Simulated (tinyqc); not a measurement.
# Worked calculation: a six-terminal Hall bar with edge channels and a constriction, Landauer-Buettiker equations

tinyqc, about 0.01 s, one thread, Intel Xeon 2.30GHz (shared host): `OMP_NUM_THREADS=1 python tinyqc.py 2700107 2700108 out.jsonl` Printed values are rounded.

Contacts 1 (source) and 4 (drain) end the bar; 2 and 3 lie on the upper edge, 6 and 5 on the lower edge, with a constriction between 2 and 3 (and between 6 and 5). Carriers run 1 to 2 to 3 to 4 to 5 to 6 to 1 in M channels. The constriction passes Tc from 2 to 3 and from 5 to 6, and turns M - Tc from 2 to 6 and from 5 to 3. Signs are those of positive carriers; V4 = 0.

Inputs (values chosen for the exercise):
```
symbol  value  unit                                  meaning
M           3             edge channels, spin counted singly
Tc       2.45        summed transmission of the constriction
I          10    nA      current from contact 1 to contact 4
```

Constants: q = 1.602176634e-19 C, h = 6.62607015e-34 J s. Results are converted to the units shown.

## Transmission matrix

T_ij is the transmission from contact j to contact i.

T_ij:
```
   1     2  3  4     5  6
1  0     0  0  0     0  3
2  3     0  0  0     0  0
3  0  2.45  0  0  0.55  0
4  0     0  3  0     0  0
5  0     0  0  3     0  0
6  0  0.55  0  0  2.45  0
```

## Voltages

I_i = (q^2/h) [M V_i - sum_j T_ij V_j], with I_1 = I, V_4 = 0 and no current at 2, 3, 5, 6.

V, contact 1 to 6 (uV): 105.358  105.358  86.043  0.000  0.000  19.316

## Resistances

R(a,b) = (V_a - V_b)/I.

resistances (kohm): R(1,4) 10.5358, R(2,3) 1.9316, R(2,6) 8.6043, R(2,5) 10.5358, R(3,6) 6.6727

In units of h/q^2: R(1,4) = R(2,5) = 1/Tc, R(2,3) = 1/Tc - 1/M, R(2,6) = 1/M, R(3,6) = 2/M - 1/Tc.
